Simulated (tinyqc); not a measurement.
Worked calculation: plane-wave Kohn-Sham cycle with exchange-only LDA in a layered model solid. One step of it, computed by the program tinyqc.

Problem. Iteration 2: Hamiltonian at one k. H(m,m') = (k + G_m)^2/2 delta + V(G_m - G_m'), with V(-G) = V(G).

A solid whose potential varies along x alone (atomic units):
```
parameter                      value
period a                   12.200000
cross-section of the cell  12.000000
electrons per cell                 2
grid points                       16
plane waves -n..n, n               3
k points                           1
V1 in V1 cos(2 pi x/a)     -0.340000
V2 in V2 cos(4 pi x/a)     -0.180000
```

V(G_m), m = 0, 1, 2, ... (hartree): [-0.231247, -0.023492, -0.074846, 0.001249, 0.000202, 0.000241, 0.000119]

k = 0.000000 2 pi / a

Give: H.

Solution.

H (hartree), order -3, -2, -1, +0, +1, +2, +3:
$$\begin{pmatrix}
0.9623 & -0.0235 & -0.0748 & 0.0012 & 0.0002 & 0.0002 & 0.0001 \\
-0.0235 & 0.2992 & -0.0235 & -0.0748 & 0.0012 & 0.0002 & 0.0002 \\
-0.0748 & -0.0235 & -0.0986 & -0.0235 & -0.0748 & 0.0012 & 0.0002 \\
0.0012 & -0.0748 & -0.0235 & -0.2312 & -0.0235 & -0.0748 & 0.0012 \\
0.0002 & 0.0012 & -0.0748 & -0.0235 & -0.0986 & -0.0235 & -0.0748 \\
0.0002 & 0.0002 & 0.0012 & -0.0748 & -0.0235 & 0.2992 & -0.0235 \\
0.0001 & 0.0002 & 0.0002 & 0.0012 & -0.0748 & -0.0235 & 0.9623
\end{pmatrix}$$
